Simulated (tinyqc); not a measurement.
Moving the second set by strain or alloying: electrons shared among three sets of ellipsoidal valleys.

F_j(eta) = (1/Gamma(j + 1)) integral_0^infinity x^j dx/(1 + exp(x - eta)), which tends to exp(eta) for eta << 0.

Sets Gamma, L, X: N_i = M_i times N = 2 (m kB T/(4 pi c))^(3/2) with c = hbar^2/2m0, in 1/angstrom^3; times 1e24 for 1/cm^3, m = (ml mt^2)^(1/3); n = sum_i N_i F_1/2((EF - dE_i)/kT), energies from the edge of the first set; mu_drift = sum of share times mobility.

Constants: hbar^2/2m0 = 3.80998211 eV angstrom^2; kB = 8.617333262e-05 eV/K.

Parameters, chosen for this exercise (masses and offsets near those of GaSb; mobilities are free inputs, held fixed; the results hold for these values, not for the real material): dE = (0, 0.086, 0.276) eV (edges of Gamma, L, X above the first); M = (1, 4, 3) (valleys in each set); ml = (0.04, 1.301, 1.467) m0 (longitudinal masses of Gamma, L, X); mt = (0.04, 0.1044, 0.2147) m0 (transverse masses); mu = (6600, 680, 270) cm^2/(V s) (mobility of each set); n = 5.5e+18 1/cm^3 (total electron density); T = 400 K.

The second entry of dE is replaced by the values listed; a negative value puts that set lowest.

Populations:

| offset (eV) | EF (eV) | share Gamma | share L | share X | mu_drift |
|---|---|---|---|---|---|
| -0.100 | -0.1380 | 0.0010 | 0.9989 | 0.0000 | 686 |
| -0.050 | -0.0882 | 0.0042 | 0.9956 | 0.0001 | 705 |
| 0.000 | -0.0387 | 0.0165 | 0.9829 | 0.0006 | 777 |
| 0.025 | -0.0142 | 0.0307 | 0.9681 | 0.0012 | 861 |
| 0.050 | 0.0098 | 0.0536 | 0.9440 | 0.0024 | 996 |
| 0.100 | 0.0563 | 0.1301 | 0.8605 | 0.0093 | 1447 |
| 0.150 | 0.0999 | 0.2418 | 0.7252 | 0.0331 | 2098 |
| 0.200 | 0.1385 | 0.3681 | 0.5311 | 0.1008 | 2818 |
| 0.300 | 0.1823 | 0.5378 | 0.1088 | 0.3534 | 3719 |

The share of Gamma goes from 0.001 to 0.538 and the mean mobility from 686 to 3719 cm^2/(V s). Gamma and L hold equal numbers between offset = 0.2 and 0.3 eV. The share of X is at most 0.35. With Boltzmann statistics the first two sets are equal at kT ln(N_2/N_1) = 0.1409 eV; the crossing, if any, lies elsewhere because the electrons are degenerate and fill the set with fewer states high above its edge.

tinyqc: `OMP_NUM_THREADS=1 python tinyqc.py 1652485 1652486 out.jsonl`; about 0.01 s, one thread, shared Intel(R) Xeon(R) Processor @ 2.30GHz.
